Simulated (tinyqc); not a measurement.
# Electron mobility in a silicon inversion layer, empirical terms and Matthiessen rule: effect of the inversion density

Inversion layer of sheet density Ns on a uniformly doped body. The mobility terms are empirical power laws with prefactors chosen for the exercise; adding their inverses (Matthiessen) is itself an approximation.

ni = sqrt(Nc Nv) exp(-Eg/(2 Vt)), Eg in volts; Ndep = sqrt(2 eps0 eps_r Nb (2 Vt ln(Nb/ni) + Vsb)/q); E = q (Ndep + eta Ns)/(eps0 eps_r), in MV/cm. With t = T/(300 K): muC = Ac (Ns/1e12 cm^-2) t/(Nb/1e17 cm^-3 + Nit/1e11 cm^-2), muP = Ap E^(-1/3) t^(-1.75), muS = As E^(-gs); 1/mu is the sum of the inverses.

Values chosen for this exercise; material values close to those of silicon:
- T = 250 K (temperature)
- Eg = 1.1 eV (band gap)
- eps_r = 11.9 (relative permittivity of the semiconductor)
- Nc = 2.15e19 cm^-3 (conduction-band density of states at T)
- Nv = 2.05e19 cm^-3 (valence-band density of states at T)
- Nb = 2.8e18 cm^-3 (body doping)
- Vsb = 1 V (reverse body bias)
- eta = 0.5 (weight of the inversion charge in the effective field)
- Ap = 439 cm^2/(V s) (phonon-limited mobility at 1 MV/cm and 300 K)
- As = 1010 cm^2/(V s) (roughness-limited mobility at 1 MV/cm)
- gs = 2 (exponent of the roughness term)
- Ac = 3900 cm^2/(V s) (Coulomb prefactor)
- Nit = 1.4e10 cm^-2 (charge at the interface)

Constants: q = 1.602176634e-19 C, kB = 1.380649e-23 J/K, Vt = kB T/q, eps0 = 8.8541878128e-14 F/cm where lengths are in cm. Results are converted to the units shown.

Effect of the inversion density:

| Ns (cm^-2) | E (MV/cm) | muC (cm^2/(V s)) | muP (cm^2/(V s)) | muS (cm^2/(V s)) | mu (cm^2/(V s)) |
|---|---|---|---|---|---|
| 2e11 | 1.325 | 23.10 | 550.0 | 575.7 | 21.35 |
| 3.6e11 | 1.337 | 41.58 | 548.3 | 565.3 | 36.17 |
| 6.3e11 | 1.357 | 72.76 | 545.5 | 548.3 | 57.47 |
| 1.1e12 | 1.393 | 127.0 | 540.8 | 520.5 | 85.90 |
| 2e12 | 1.461 | 231.0 | 532.2 | 472.9 | 120.2 |
| 3.6e12 | 1.583 | 415.8 | 518.2 | 403.0 | 146.7 |
| 6.3e12 | 1.788 | 727.6 | 497.6 | 315.8 | 152.7 |
| 1.1e13 | 2.146 | 1270 | 468.3 | 219.4 | 133.7 |
| 2e13 | 2.830 | 2310 | 427.0 | 126.1 | 93.42 |

Read the table: what changes, and by how much?

As Ns goes from 2e11 to 2e13 cm^-2, E rises from 1.32 to 2.83 MV/cm and mu goes from 21.3 through a maximum of 153 (at Ns = 6.3e12 cm^-2 among the rows listed) to 93.4 cm^2/(V s). The smallest term is the Coulomb one in the first row and the roughness one in the last. Screening lifts the Coulomb term as Ns grows while the field presses the carriers to the interface, hence the maximum. For Ns = 3.6e12 to 2e13 cm^-2 E passes 1.5 MV/cm, beyond the usual range of such laws.

Computed by the program tinyqc: `OMP_NUM_THREADS=1 python tinyqc.py 2510029 2510030 out.jsonl`, one thread of a shared Intel Xeon 2.30GHz, about 0.01 s for the whole run.
